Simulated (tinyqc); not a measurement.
Gate-all-around wire, scale length and short-channel effects: one step of the calculation.

A round wire of diameter ts in an insulator shell of thickness ti under a surrounding gate. Below threshold the potential that source and drain add obeys Laplace's equation and vanishes on the gate. Its lowest mode decays along the channel as exp(-k y); k is the smallest positive root of the matching condition at the interface, and the scale length is Lambda = pi/k.

Problem. Scan of the matching condition. f(k) = ei J0(u)[J1(u) Y0(v) - Y1(u) J0(v)] - eps_r J1(u)[J0(u) Y0(v) - Y0(u) J0(v)], u = k ts/2, v = u + k ti.

Parameters, values chosen for the exercise; permittivities: semiconductor close to that of silicon, insulator close to that of aluminium oxide: relative permittivity of the semiconductor eps_r = 11.7; relative permittivity of the insulator ei = 8.86; insulator thickness ti = 5 nm; wire diameter ts = 9.1 nm.

k, point 0 to 7 (1/nm): 0.035  0.07  0.105  0.14  0.175  0.21  0.245  0.28

Give: f(k).

Solution.

f(k), point 0 to 7: 34.331  15.579  8.723  4.945  2.505  0.833  -0.315  -1.065

The first change of sign lies between k = 0.21 and 0.245 1/nm.

tinyqc, about 0.01 s, one thread, Intel Xeon 2.30GHz (shared host): `OMP_NUM_THREADS=1 python tinyqc.py 2420064 2420065 out.jsonl`
